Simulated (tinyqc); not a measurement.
Wannier functions of a composite (isolated) pair of valence bands (bonds of an sp chain), step by step. Values are carried at full precision from step to step, so a last printed digit may differ when a step is redone from the rounded ones.

Each atom has a hybrid pointing left (<) and right (>). H(k): diagonal +V3 on A, -V3 on B; <A<|A>> = -V1a, <B<|B>> = -V1b, <A>|B<> = -V2, <B>|A<> = -V2p exp(ik); k in 1/a, Bloch sums with exp(ikR). The two lowest bands are filled. Trial functions in cell 0: g1 = cos(c) A> + sin(c) B<, and g2 = sin(c) B> + cos(c) A< of cell 1, whose Bloch vector has cos(c) exp(-ik) on A<. Projection A_mn = <psi_m|g_n>, S = A^+ A, Loewdin U = A S^(-1/2), Bloch-like states w_n = sum_m psi_m U_mn, H_W(k) = U^+ diag(E) U. P = sum_m |psi_m><psi_m| is free of phase choices, and S = g^+ P g, w = P g S^(-1/2).

Values chosen for the exercise:
```
symbol  value  unit     meaning
V2      4.77   eV       coupling in the bond A-B inside the cell
V2p     2.72   eV       coupling in the bond to the next cell
V1a     1.63   eV       coupling of the two hybrids on A
V1b     1.71   eV       the same on B
V3      1.99   eV       A at +V3, B at -V3
j       1               mesh point, k = 2 pi j/N
N       5               k points
c       55     degrees  trial bonds cos(c) on A, sin(c) on B
xb      0.56   a        position of B (A at 0)
```

## H at one mesh point

Fill in the matrix.

H(k) (eV), rows A<, A>, B<, B> and columns alike:
```
[[1.9900, -1.6300, 0, -0.8405+2.5869i],
 [-1.6300, 1.9900, -4.7700, 0],
 [0, -4.7700, -1.9900, -1.7100],
 [-0.8405-2.5869i, 0, -1.7100, -1.9900]]
```

## Levels and the projector on the filled bands

Diagonalise; P = sum over the two lowest states of |psi><psi|.

levels (eV): [-6.0437, -2.6923, 2.7290, 6.0069]

P, rows A<, A>, B<, B> and columns alike:
```
[[0.2191, 0.0632+0.0739i, 0.0444+0.0307i, 0.0802-0.3902i],
 [0.0632-0.0739i, 0.3265, 0.4547+0.0253i, -0.0471-0.0295i],
 [0.0444-0.0307i, 0.4547-0.0253i, 0.6738, 0.0673+0.0705i],
 [0.0802+0.3902i, -0.0471+0.0295i, 0.0673-0.0705i, 0.7805]]
```

The filled states put 1.091 electrons on A and 2.909 on B at this k.

## Loewdin orthogonalisation

The trial vectors are the columns g1 = (0, cos c, sin c, 0), g2 = (cos c exp(-ik), 0, 0, sin c), k = 2 pi j/N. Form S = g^+ P g, its eigenvalues, S^(-1/2), and w = P g S^(-1/2).

S, rows 1, 2 and columns alike:
```
[[0.9868, -0.0010-0.0182i],
 [-0.0010+0.0182i, 0.9679]]
```

eigenvalues of S: [0.9568, 0.9979]

S^(-1/2), rows 1, 2 and columns alike:
```
[[1.0068, 0.0005+0.0094i],
 [0.0005-0.0094i, 1.0166]]
```

w, rows A<, A>, B<, B>; columns 1, 2:
```
[[0.0690+0.0669i, 0.1057-0.4457i],
 [0.5628+0.0214i, -0.0688-0.0677i],
 [0.8186-0.0150i, 0.0476+0.0362i],
 [0.0290-0.0492i, 0.8812+0.0261i]]
```

The combinations of the trial bonds that diagonalise S lie 95.7 to 99.8 % inside the filled space; an eigenvalue near zero would mark a poor choice.

## The Hamiltonian in the new basis

H_W = w^+ H w; its eigenvalues must be the two filled levels.

H_W(k) (eV), rows 1, 2 and columns alike:
```
[[-5.268, -1.361+0.380i],
 [-1.361-0.380i, -3.468]]
```

eigenvalues (eV): [-6.044, -2.692]

## Hoppings between the Wannier functions

H_mn(R) = (1/N) sum_k exp(-ikR) H_W,mn(k), the coupling of function m in cell 0 to function n in cell R.

H(R) (eV):
```
R        11       12       21       22
-2   0.0029  -0.0054  -0.0016   0.0021
-1   0.0666  -0.4197  -0.0224   0.0550
0   -5.3045  -1.2304  -1.2304  -3.4986
1    0.0666  -0.0224  -0.4197   0.0550
2    0.0029  -0.0016  -0.0054   0.0021
```

The bond levels are -5.304 and -3.499 eV, against -sqrt(V2^2 + V3^2) = -5.168 and -3.370 for isolated bonds. Neighbouring bonds couple by -1.230 eV through B; the bond-orbital estimate is -V1b (1 + ap)/2 = -1.256 with the mean V2 in ap = V3/sqrt(V2^2 + V3^2).

## The functions in real space

w_n(R) = (1/N) sum_k exp(ikR) w_n(k); point-like hybrids at R (A) and R + xb (B) give centres and spreads.

Function 1:
```
R        A<       A>       B<       B>
-2  -0.0001   0.0007   0.0000  -0.0031
-1   0.0035   0.0099  -0.0027  -0.0503
0    0.0849   0.5635   0.8163   0.0419
1   -0.0646  -0.0118   0.0125  -0.0002
2   -0.0037  -0.0006   0.0009  -0.0003
```

centres (a): 1 0.3775, 2 0.6519

spreads (a^2): 1 0.0724, 2 0.0383

Function 1 has 98.4 % of its weight on the two hybrids of its bond. Its centre lies +0.0975 a from the middle of the bond, towards B, the atom with the lower level.

## Checks

- Eigenvalues of H_W against the filled levels: they agree to 1e-10 or better.
- W^+ w against the unit matrix: they agree to 1e-10 or better.

Computed by tinyqc, a small Python program: `OMP_NUM_THREADS=1 python tinyqc.py 1450555 1450556 out.jsonl` (the numbers bound the seed that draws the inputs); one thread of a shared host (Intel(R) Xeon(R) Processor @ 2.30GHz), about 0.2 s for the whole set of steps.
